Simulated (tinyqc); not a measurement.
Series resistance and length offset from two lengths at two overdrives.

Inverse problem. In strong inversion R W = Rsd + k(x)(L - dL), k(x) = (1 + th1 x)/(mu0 Cox x), x the overdrive, Cox = eps0 eox/tox, with Rsd and dL independent of x. Find dL, Rsd, mu0 and th1.

Values chosen for this exercise:
```
symbol,value,unit,meaning
eox,3.9,,relative permittivity of the gate insulator (close to silicon dioxide)
tox,1.6,nm,insulator thickness
```

Constants: eps0 = 8.8541878128e-14 F/cm where lengths are in cm. Results are converted to the units shown.

total resistance times width (ohm um):
```
,L = 0.066 um,L = 0.6 um
overdrive 0.5 V,333.581160,1727.62370
overdrive 1.21 V,260.637349,946.461789
```

Answer. At each overdrive R W is a straight line in L; the two lines cross at L = dL, R W = Rsd. Their slopes give k x = (1 + th1 x)/(mu0 Cox), a straight line in x.

dL = 0.01100 um
Rsd = 190.0 ohm um
mu0 = 410.0 cm^2/(V s)
th1 = 0.3100 1/V

Numbers from tinyqc (`OMP_NUM_THREADS=1 python tinyqc.py 2210140 2210141 out.jsonl`; about 0.01 s on one thread of a shared Intel Xeon 2.30GHz).
